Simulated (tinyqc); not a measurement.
## Biaxially strained (001) channel, valley splitting in an inversion layer: effect of the inversion density

A thin layer grown on a relaxed buffer is stretched in the plane. The two valleys with their long axis along the growth direction (D2) sink against the four in-plane ones (D4); confinement in a triangular well splits them too. Only the lowest subband of each set is kept; one relaxation time, so the weakening of intervalley scattering is left out.

e_par = b1 x, e_perp = -2 (c12/c11) e_par, splitting D = Xu (e_par - e_perp), in-plane stress (c11 + c12 - 2 c12^2/c11) e_par. Levels E(m) = 2.33811 (hbar^2 q^2 F^2/(2 m))^(1/3): E2 = E(ml), E4 = E(mt) + D; N2 = 2 mt kB T/(pi hbar^2), N4 = 4 sqrt(mt ml) kB T/(pi hbar^2). EF solves Ns = N2 ln(1 + exp((EF - E2)/Vt)) + N4 ln(1 + exp((EF - E4)/Vt)); f2 is the share in D2, and 1/mc = f2/mt + (1 - f2)(1/mt + 1/ml)/2. The gain is mc(x = 0)/mc.

Values chosen for this exercise; values close to those of silicon on relaxed silicon-germanium:
- T = 250 K (temperature)
- x = 0.08 (germanium share of the relaxed buffer)
- b1 = 0.0418 (lattice mismatch per unit x)
- c11 = 170 GPa (elastic constant)
- c12 = 63.8 GPa (elastic constant)
- Xu = 9.22 eV (shear deformation potential)
- ml = 0.932 m0 (longitudinal mass)
- mt = 0.187 m0 (transverse mass)
- F = 0.55 MV/cm (confining field)

Constants: q = 1.602176634e-19 C, kB = 1.380649e-23 J/K, hbar = 1.054571817e-34 J s, m0 = 9.1093837015e-31 kg, Vt = kB T/q, hbar^2/(2 m0) = 0.0380998212 eV nm^2. Results are converted to the units shown.

The same in every row: D (meV) = 53.974.

Effect of the inversion density:
```
Ns (cm^-2)  f2 without strain       f2  mc (m0)    gain
2e11                  0.90939  0.99191  0.18761  1.0342
3.9e11                0.90728  0.99168  0.18762  1.0350
7.5e11                0.90316  0.99121  0.18766  1.0366
1.4e12                0.89526  0.99030  0.18773  1.0396
2.8e12                0.87629  0.98788  0.18791  1.0469
5.4e12                0.83470  0.98117  0.18842  1.0627
1e13                  0.75070  0.95743  0.19024  1.0918
2e13                  0.59355  0.83307  0.20037  1.1143
```

What does the table show?

As Ns goes from 2e11 to 2e13 cm^-2, f2 falls from 0.992 to 0.833 (without strain: it falls from 0.909 to 0.594) and the gain rises from 1.03 to 1.11. For Ns = 1e13 to 2e13 cm^-2 the second D2 subband, left out here, lies within 2 Vt of EF or below it.

Program tinyqc, `OMP_NUM_THREADS=1 python tinyqc.py 2530164 2530165 out.jsonl`; Intel Xeon 2.30GHz, shared host, one thread, about 0.02 s.
